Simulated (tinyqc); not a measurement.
# Free and trapped electrons in a MOS channel with a dense trap tail: effect of the temperature

p-type body, charge-sheet picture, full ionisation (an idealisation for deep acceptors), Boltzmann statistics for free electrons. e = Ec - EF at the surface. Acceptor-like traps of density D(E) = D0 + De exp(-E/Ew) at depth E below Ec, from 0 to Eu, hold n_t = integral of D(E)/(1 + exp((e - E)/Vt)). psi = Eg - Vt ln(Nv/Na) - e; N_dep = sqrt(2 eps0 eps_r Na (psi - Vt)/q); n_f = sqrt(N_dep^2 + 2 eps0 eps_r Vt Nc exp(-e/Vt)/q) - N_dep; Vg = Vfb + psi + q (N_dep + n_t + n_f)/Cox, Cox = eps0 eox/tox.

Nc and Nv are given at 300 K and scale as (T/300 K)^1.5; Eg, Vfb and mf are held fixed. VT is the Vg for n_f = 1e11 cm^-2; swing ln 10 n_f/(dn_f/dVg) at n_f = 1e8 cm^-2; the last three columns are for Vg = VT + 2 V, with free share n_f/(n_f + n_t) and field-effect mobility mf q (dn_f/dVg)/Cox; there EF is near the band edge, where Boltzmann statistics are rough.

Parameters, values chosen for the exercise; band and dielectric values close to those of 4H silicon carbide:

| symbol | value | unit | meaning |
|---|---|---|---|
| Eg | 3.27 | eV | band gap |
| eps_r | 9.87 |  | relative permittivity |
| Nc | 1.73e19 | cm^-3 | conduction-band density of states at the reference temperature |
| Nv | 2.47e19 | cm^-3 | valence-band density of states at the reference temperature |
| eox | 3.9 |  | relative permittivity of the insulator |
| tox | 25 | nm | insulator thickness |
| Na | 6.8e15 | cm^-3 | acceptor density |
| Vfb | -2.16 | V | flat-band voltage without trapped charge |
| D0 | 1.9e11 | cm^-2 eV^-1 | constant background density of acceptor-like traps |
| De | 2.7e13 | cm^-2 eV^-1 | density of the tail at the conduction edge |
| Ew | 0.05 | eV | decay energy of the tail |
| Eu | 0.99 | eV | depth below Ec down to which the traps reach |
| mf | 220 | cm^2/(V s) | mobility of free electrons |

Constants: q = 1.602176634e-19 C, kB = 1.380649e-23 J/K, Vt = kB T/q, eps0 = 8.8541878128e-14 F/cm where lengths are in cm. Results are converted to the units shown.

Effect of the temperature:
columns A: T (K); B: e at VT (eV); C: VT (V); D: q n_t/Cox at VT (V); E: swing (mV/decade); F: n_f (cm^-2); G: free share (%); H: field-effect mobility (cm^2/(V s))
```
A          B      C       D      E         F      G      H
200  0.04861  2.486  0.8855  103.7  1.177e12  46.39  183.9
250  0.07300  2.196  0.6665  89.86  1.119e12  47.90  169.2
300  0.09967  1.963  0.5079  89.78  1.115e12  50.98  161.1
350   0.1283  1.774  0.3969  97.02  1.139e12  54.81  157.9
400   0.1585  1.617  0.3202  107.8  1.175e12  58.86  157.6
450   0.1903  1.481  0.2672  120.2  1.216e12  62.81  159.0
500   0.2233  1.357  0.2299  133.3  1.255e12  66.51  161.2
550   0.2577  1.242  0.2027  146.9  1.291e12  69.88  164.0
```

What does the comparison show?

As T goes from 200 to 550, VT falls from 2.49 to 1.24 V, its part due to traps falls from 0.885 to 0.203 V, the swing goes from 104 through a minimum of 89.8 (at T = 300 among the rows listed) to 147 mV/decade and the field-effect mobility goes from 184 through a minimum of 158 (at T = 400 among the rows listed) to 164 cm^2/(V s). On heating the same n_f is reached with EF deeper in the gap, where fewer tail states are filled.

Numbers from tinyqc (`OMP_NUM_THREADS=1 python tinyqc.py 2222021 2222022 out.jsonl`; about 0.03 s on one thread of a shared Intel Xeon 2.30GHz).
